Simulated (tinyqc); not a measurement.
# A barrier in a uniform field, exact transmission by Airy functions: staircase approximation against the exact result

The left lead has its band edge at 0, the barrier edge falls as U(x) = U0 - F x with F = V/d for 0 < x < d, and the right lead has its edge at -V. No transverse momentum; C = hbar^2/(2 m0); psi and psi'/m are continuous. M carries (psi, psi'/m) across the barrier.

For the pair (psi, psi'/m) a flat layer has M = [[cos kd, (m/k) sin kd], [-(k/m) sin kd, cos kd]] with k = sqrt(m (E - U)/C) above its edge U, and M = [[cosh Kd, (m/K) sinh Kd], [(K/m) sinh Kd, cosh Kd]] with K = sqrt(m (U - E)/C) below it. The sloping barrier is cut into n slices of width d/n, each flat at U(x) of its centre, later slices to the left in the product. With M acting on (psi, psi'/m) and v = k/m in each lead, T(E) = 4 vL vR/[(vL vR M12 - M21)^2 + (vR M11 + vL M22)^2]. The error is against the Airy result: Energy scale e = (C F^2/m1)^(1/3), z(x) = (U(x) - E)/e, s = (dz/dx)/m1 = -F/(e m1); v = k/m in a lead. With a = Ai, a' = Ai', b = Bi, b' = Bi' at z1 (left edge) and z2 (right edge): M11 = pi (a2 b1' - b2 a1'), M12 = (pi/s)(b2 a1 - a2 b1), M21 = pi s (a2' b1' - b2' a1'), M22 = pi (b2' a1 - a2' b1).

Parameters, values chosen for the exercise; masses and offsets close to those of GaAs wells and AlGaAs barriers:
- mL = 0.066 m0 (mass in the left lead)
- U0 = 0.25 eV (barrier edge at x = 0)
- m1 = 0.094 m0 (mass in the barrier)
- E = 0.082 eV (electron energy)
- d = 8.9 nm (barrier width)
- V = 0.3 V (voltage across the barrier)
- mR = 0.066 m0 (mass in the right lead)

Constants: q = 1.602176634e-19 C, hbar = 1.054571817e-34 J s, m0 = 9.1093837015e-31 kg, hbar^2/(2 m0) = 0.0380998212 eV nm^2. Results are converted to the units shown.

Staircase approximation against the exact result:
```
n,T(E),error (%)
1,0.02298,21.3
2,0.03011,58.9
4,0.02084,10.0
8,0.01937,2.21
16,0.01905,0.536
32,0.01897,0.133
64,0.01895,0.0332
128,0.01895,8.30e-3
```

The exact value is 0.018948. One slice is off by 21 % and 128 slices by 0.0083 %; the last doubling cuts the error by a factor of 4.0, as expected of a second-order rule. The error does not fall steadily over the first rows, which lie before the asymptotic range. The error stays below 1 % from n = 16 on.

Computed by the program tinyqc: `OMP_NUM_THREADS=1 python tinyqc.py 2580044 2580045 out.jsonl`, one thread of a shared Intel Xeon 2.30GHz, about 0.01 s for the whole run.
